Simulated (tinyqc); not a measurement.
A short-path metal as competitor: size effects in the resistivity of thin metal films and interconnect lines. Computed by tinyqc, a small Python program. Command: `OMP_NUM_THREADS=1 python tinyqc.py 3020462 3020463 out.jsonl size walk`. One thread of a shared host (Intel(R) Xeon(R) Processor @ 2.30GHz), about 0.01 s of CPU time with the checks.

Electrons lose their drift at surfaces (a share 1 - p of the hits) and at grain boundaries (reflection R), besides bulk scattering. The line sits in a trench with a non-conducting liner on both walls and the bottom; the spacing equals the drawn width.

Inputs (values chosen for the exercise, modelled on tungsten):

| quantity | value | unit |
|---|---|---|
| bulk resistivity rho_b | 5.12 | microohm cm |
| bulk mean free path lambda | 15.2 | nm |
| specularity p | 0 | - |
| grain-boundary reflection R | 0.49 | - |
| grain size over metal width | 2.4 | - |
| aspect ratio (height over width) | 2.9 | - |
| liner thickness t | 2 | nm |
| competitor: rho_b relative to this metal | 3.9 | - |
| competitor: lambda relative to this metal | 0.13 | - |
| competitor: liner relative to t | 0 | - |

Geometry: line.

Method:
- Fuchs-Sondheimer film: rho_b/rho = 1 - (3/(2 kappa))(1 - p) int_0^1 (s - s^3)(1 - exp(-kappa/s))/(1 - p exp(-kappa/s)) ds, f = rho/rho_b, kappa = thickness/lambda, 80 Gauss-Legendre points.
- Line: the excess of a film of thickness w_m and of a film of thickness h_m are added, rho/rho_b = 1 + (f(w_m) - 1) + (f(h_m) - 1), an estimate that holds best when both sides exceed lambda.
- Mayadas-Shatzkes: alpha = (lambda/D) R/(1 - R); rho_b/rho = 1 - 3 alpha/2 + 3 alpha^2 - 3 alpha^3 ln(1 + 1/alpha).
- w_m = w - 2t, h_m = (aspect ratio) w - t, D = (ratio) w_m; rho = rho_b [1 + surface excess + grain excess].
- Effective resistivity rho (aspect ratio) w^2/(w_m h_m) for the metal with its liner, for the same metal without liner, and for a competitor with its own rho_b, lambda and liner, and for that competitor with the liner t; p, R, aspect and grain ratios are the same.

Effective resistivity (microohm cm):

| w (nm) | this metal | without liner | competitor | competitor, liner t |
|---|---|---|---|---|
| 200 | 5.693 | 5.552 | 20.186 | 20.673 |
| 100 | 6.318 | 5.990 | 20.404 | 21.419 |
| 50 | 7.749 | 6.888 | 20.842 | 23.046 |
| 30 | 10.087 | 8.116 | 21.427 | 25.545 |
| 20 | 13.841 | 9.664 | 22.162 | 29.338 |
| 14 | 20.522 | 11.647 | 23.115 | 35.735 |
| 10 | 34.742 | 14.257 | 24.400 | 48.570 |
| 7 | 82.944 | 18.089 | 26.357 | 88.679 |

The competitor wins below a width between 14.0 and 10.0 nm. In narrow lines rho scales as rho_b lambda/w, and the product rho_b lambda of the competitor is 0.51 times this metal's. At the narrowest width the liner costs this metal a factor 4.59. With the same liner the competitor wins nowhere in the table; at the narrowest width the thinner liner lowers it from 88.7 to 26.4. Rows with w - 2t below lambda stretch the additive estimate. Metal widths below about 5 nm are outside this semiclassical model.

Extremes, crossings and ranges named in words are read from the listed rows.
